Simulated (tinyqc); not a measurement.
Extended Hueckel theory, for BeH2+, step by step. The parameters take no account of the charge, which enters only through the electron count. One step of it, computed by the program tinyqc.

Problem. Wolfsberg-Helmholz matrix. H_ij = K' S_ij (H_ii + H_jj)/2 for i != j (the diagonal keeps H_ii), with K' = 1.5.

overlap S, lower triangle:
```
,1Be 2s,1Be 2px,1Be 2py,1Be 2pz,2H 1s,3H 1s
1Be 2s,1.000000
1Be 2px,0.000000,1.000000
1Be 2py,0.000000,0.000000,1.000000
1Be 2pz,0.000000,0.000000,0.000000,1.000000
2H 1s,0.447741,0.000000,0.538624,0.026653,1.000000
3H 1s,0.447741,0.000000,-0.538624,0.026653,0.028929,1.000000
```

diagonal H_ii (eV): 1Be 2s -10.000000, 1Be 2px -6.000000, 1Be 2py -6.000000, 1Be 2pz -6.000000, 2H 1s -13.600000, 3H 1s -13.600000

K = 1.500000

Give: H.

Solution.

H (eV), lower triangle:
```
,1Be 2s,1Be 2px,1Be 2py,1Be 2pz,2H 1s,3H 1s
1Be 2s,-10.000
1Be 2px,0.000,-6.000
1Be 2py,0.000,0.000,-6.000
1Be 2pz,0.000,0.000,0.000,-6.000
2H 1s,-7.925,0.000,-7.918,-0.392,-13.600
3H 1s,-7.925,0.000,7.918,-0.392,-0.590,-13.600
```
